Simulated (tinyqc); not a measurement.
Two-dimensional dopant profile at a mask edge: lateral junction, overlap and effective channel length. Changing the channel doping C_B. Computed by tinyqc, a small Python program. Command: `OMP_NUM_THREADS=1 python tinyqc.py 3000739 3000740 out.jsonl lateral sweep`. One thread of a shared host (Intel(R) Xeon(R) Processor @ 2.30GHz), about 0.01 s of CPU time with the checks.

Ions enter for y < 0; the mask (spacer, then gate) covers y > 0. x is the depth. The surface reflects dopant during the anneal.

Inputs (values chosen for the exercise, modelled on a source-drain extension in silicon):
```
quantity               value    unit
dose Q               2.2e+15  1/cm^2
projected range R_p       41      nm
vertical straggle         13      nm
lateral straggle          14      nm
anneal budget D t    9.8e-12    cm^2
gate length L_g          340      nm
offset spacer             16      nm
oxide thickness          3.7      nm
```

Constants: eps_0 = 8.8541878128e-12 F/m.

Method:
- Widths s_x^2 = (vertical straggle)^2 + 2 D t, s_y^2 = (lateral straggle)^2 + 2 D t. C(x, y) = V(x) (1/2) erfc(y/(sqrt2 s_y)), V(x) = Q/(sqrt(2 pi) s_x) [exp(-(x - R_p)^2/(2 s_x^2)) + exp(-(x + R_p)^2/(2 s_x^2))]; 1 nm = 1e-7 cm.
- The vertical junction far from the mask solves V(x) = C_B.
- The lateral junction at depth x solves C = C_B: y_j(x) = sqrt2 s_y erfc^-1(2 C_B/V(x)). Overlap under the gate = y_j(0) - spacer; metallurgical channel L_met = L_g - 2 overlap (tails from the two sides are not added).
- Abruptness at y_j(0) in nm per decade = ln(10) s_y sqrt(pi/2) exp(u^2) erfc(u), u = y_j/(sqrt2 s_y). Overlap capacitance per width = 3.9 eps_0 overlap/t_ox (zero if there is no overlap).

One run for each value; columns: (1) channel doping C_B (1/cm^3); (2) lateral junction y_j(0) (nm); (3) vertical junction x_j (nm); (4) metallurgical channel L_met (nm); (5) lateral abruptness (nm/decade):
```
(1)          (2)     (3)     (4)     (5)
1.50e+17  150.72  215.43   70.56  30.437
3.40e+17  139.55  205.14   92.91  32.516
7.70e+17  127.57  194.17  116.86  35.062
1.70e+18  115.00  182.74  142.01  38.164
3.90e+18  100.50  169.68  171.00  42.432
8.90e+18   84.30  155.23  203.40  48.358
2.00e+19   65.87  139.04  240.27  57.184
```

What does the table show, and why?

Over the rows, lateral junction y_j(0) (nm) falls from 151 to 65.9 (exponent d ln y / d ln x -0.094 between the first rows and -0.30 between the last); vertical junction x_j (nm) falls from 215 to 139 (exponent d ln y / d ln x -0.060 between the first rows and -0.14 between the last); metallurgical channel L_met (nm) rises from 70.6 to 240 (exponent d ln y / d ln x 0.34 between the first rows and 0.21 between the last). A heavier channel (or halo) pushes both junctions back along the tails, where the profile is less steep on a logarithmic scale. Left out: 3.00e16, 6.80e16 (source and drain nearly touch).
